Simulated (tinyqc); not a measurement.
Inside a calculation: deep level with several charge states, and Shockley-Read-Hall recombination. Values are carried at full precision from step to step, so a last printed digit may differ when a step is redone from the rounded ones.

Energies from Ev. The defect has charge states +1, 0, -1 with weights 1, gm exp((EF - E1)/kT), exp((2 EF - E1 - E2)/kT); the shares are the weights over their sum. Boltzmann carriers: n = Nc exp((EF - Eg)/kT), p = Nv exp(-EF/kT). Neutrality: p - n + Nd + Nt <q> = 0.

Constants: kB = 8.617333262e-05 eV/K.

Parameters, chosen for this exercise (gap and densities of states near those of GaN at this temperature; shifted at random, so the results belong to these values and not to a real crystal): Eg = 3.459 eV (gap); Nc = 1.67e+18 1/cm^3 (conduction-band density of states); Nv = 3.51e+19 1/cm^3 (valence-band density of states); T = 250 K; E1 = 1.292 eV (level (+1/0) above Ev); E2 = 2.065 eV (level (0/-1) above Ev); gm = 1 (degeneracy of the middle state, the others 1); Nt = 1.4e+13 1/cm^3 (defects); Nd = -1.1e+14 1/cm^3 (ionised shallow donors minus acceptors); E_try = 1.713 eV (trial Fermi level); Et = 2.065 eV (recombination level above Ev); sn = 1.5e-14 cm^2 (electron capture cross-section); sp_ = 2.4e-15 cm^2 (hole capture cross-section); vth = 23000000 cm/s (thermal velocity, both carriers); Nm = 1.4e+14 1/cm^3 (equilibrium holes for the lifetime steps); dn = 2.2e+13 1/cm^3 (excess pairs).

## Charge states at a trial Fermi level

Form the exponents, the shares, the mean charge and the residual of neutrality at EF = E_try.

exponents of the second and third weights: [19.542, 3.203]

shares: +1 0.0000, 0 1.0000, -1 0.0000

<q> = 0.0000

n, p (1/cm^3): [1.06e-17, 1.03e-15]

residual = -1.10e+14 1/cm^3

The residual is negative, so EF must fall.

## The neutral state

Solve for EF.

EF = 0.2760 eV

shares at EF: +1 1.000, 0 0.000, -1 0.000

n = 1.14e-46 1/cm^3
p = 9.60e+13 1/cm^3

Without the defects the majority density would be 1.10e+14 1/cm^3; with them the density of these carriers is 9.60e+13, so they compensate part of the doping. Most defects are in the state +1.

## Recombination through one level

One level at Et with degeneracy 1: tn = 1/(sn vth Nt), tp = 1/(sp_ vth Nt), n1 = Nc exp((Et - Eg)/kT), p1 = Nv exp(-Et/kT), ni^2 = n1 p1. Equilibrium p0 = Nm, n0 = ni^2/Nm; n = n0 + dn, p = p0 + dn. U = (n p - ni^2)/(tp (n + n1) + tn (p + p1)), lifetime dn/U; emission rates en = sn vth n1, ep = sp_ vth p1.

Evaluate each quantity.

tn, tp (microsecond): [0.2070, 1.294]

n1, p1 (1/cm^3): [1.32e-10, 8.26e-23]

U = 5.75e+19 1/(cm^3 s)
lifetime = 0.383 microsecond

The lifetime is 1.849 times the minority capture time tn and 0.255 times tn + tp, the limit of high injection.

## Emission and generation in a depleted region

With n = p = 0 the level generates pairs at G = Nt en ep/(en + ep); generation lifetime tg = ni/G; current density e G W for a width W = 1 micrometre, e = 1.602176634e-19 C.

en, ep (1/s): [4.56e-17, 4.56e-30]

G = 6.38e-17 1/(cm^3 s)
tg = 1.64e+06 microsecond
current density = 1.02e-39 A/cm^2

The slower step, hole emission, limits the rate: en/ep = 1e+13.

## Checks

- U against hole capture minus emission at the steady occupation of the level (1/(cm^3 s)): both 5.748e+19.

(tinyqc, `OMP_NUM_THREADS=1 python tinyqc.py 1651895 1651896 out.jsonl`, Intel(R) Xeon(R) Processor @ 2.30GHz, 1 thread, shared host, about 0.01 s.)
